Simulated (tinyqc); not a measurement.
What each parameter does: valley splitting of a silicon quantum well in envelope theory.

The well lies at 0 < z < L; U(z) = V0 [1/(1 + exp(z/w)) + 1/(1 + exp((L - z)/w))] - e F z, 1 mV/nm = 1e-4 eV/angstrom. The envelope psi solves -(c/ml) psi'' + U psi = E psi, c = hbar^2/2m0, by three-point differences on a grid of 0.1 angstrom from -40 to L + 40 angstrom. The two valleys at +/- k0 couple through D = C0 times the integral of exp(-i q z) U(z) psi^2, q = 2 k0 (2 pi/a), and split by Ev = 2|D|.

Random alloy: with Y(z) = Yw + (Yb - Yw) B(z), B the bracket in U, and in-plane density exp(-r^2/ad^2)/(pi ad^2), D gains a random complex part of variance sigma^2 = (C0^2/pi)(a^2 V0/(8 ad (Yb - Yw)))^2 (4/a) times the integral of psi^4 Y (1 - Y). Alone it gives a mean splitting sqrt(pi) sigma; together with the smooth part the rms splitting is 2 sqrt(|D|^2 + sigma^2).

Constants: hbar^2/2m0 = 3.80998211 eV angstrom^2.

Inputs chosen for the exercise (near those of a strained Si well in SiGe; not measured data): L = 106 angstrom (well width); V0 = 0.15 eV (conduction offset); ml = 0.9 m0 (mass along z); w = 1.2 angstrom (interface width parameter); F = 10.4 mV/nm (field pressing towards the upper interface); k0 = 0.852 2 pi/a (valley position); a = 5.431 angstrom (lattice constant); C0 = 0.283 (Bloch overlap factor); Yb = 0.24 (Ge share of the barrier); Yw = 0.05 (Ge share of the well); ad = 140 angstrom (dot radius).

Orbital spacing, psi^2 at z = L, the smooth splitting and sigma; V0 is held fixed when Yw changes.

One parameter was then changed.

Results before and after:

| case | E2 - E1 (meV) | psi^2(L) (1e-3/angstrom) | 2\|D\| (micro-eV) | sigma (micro-eV) |
|---|---|---|---|---|
| base | 28.67 | 6.191 | 2.83 | 100.1 |
| changed | 37.18 | 9.467 | 4.34 | 107.2 |

Which of these changes was made? (a) F = 15.6 mV/nm; (b) w = 1.56 angstrom; (c) L = 112 angstrom; (d) C0 = 0.34; (e) k0 = 0.832 2 pi/a; (f) Yw = 0.08; (g) V0 = 0.188 eV; (h) ad = 180 angstrom.

Answer: (a) F = 15.6 mV/nm. Of the candidates, run in turn, only this one gives the changed row.

All candidates:

| case | E2 - E1 (meV) | psi^2(L) (1e-3/angstrom) | 2\|D\| (micro-eV) | sigma (micro-eV) |
|---|---|---|---|---|
| base | 28.67 | 6.191 | 2.83 | 100.1 |
| ad = 180 angstrom | 28.67 | 6.191 | 2.83 | 77.9 |
| Yw = 0.08 | 28.67 | 6.191 | 2.83 | 147.4 |
| L = 112 angstrom | 28.67 | 6.191 | 2.83 | 100.1 |
| V0 = 0.188 eV | 28.78 | 4.753 | 2.84 | 125.4 |
| w = 1.56 angstrom | 28.59 | 5.844 | 0.41 | 100.1 |
| F = 15.6 mV/nm | 37.18 | 9.467 | 4.34 | 107.2 |
| k0 = 0.832 2 pi/a | 28.67 | 6.191 | 3.37 | 100.1 |
| C0 = 0.34 | 28.67 | 6.191 | 3.40 | 120.3 |

(tinyqc, `OMP_NUM_THREADS=1 python tinyqc.py 1282399 1282400 out.jsonl`, Intel(R) Xeon(R) Processor @ 2.30GHz, 1 thread, shared host, about 0.2 s.)
